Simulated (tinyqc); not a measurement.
# Ideality, saturation current and resistance from three points

Problem. Well above the saturation current a diode obeys V = n Vt ln(I/I0) + I Rs. Find n, Rs and I0.

Parameters, values chosen for the exercise:

| symbol | value | unit | meaning |
|---|---|---|---|
| T | 325 | K | temperature |

Constants: q = 1.602176634e-19 C, kB = 1.380649e-23 J/K, Vt = kB T/q. Results are converted to the units shown.

currents (A): [4e-6, 0.0001, 0.04]
voltages (V): [0.52545624, 0.68143689, 0.98130508]

Solution. V is linear in the three unknowns n Vt, Rs and -n Vt ln I0, so three points give a linear system.

n = 1.730
Rs = 0.2400 ohm
I0 = 7.800e-11 A

Numbers from tinyqc (`OMP_NUM_THREADS=1 python tinyqc.py 2260069 2260070 out.jsonl`; about 0.01 s on one thread of a shared Intel Xeon 2.30GHz).
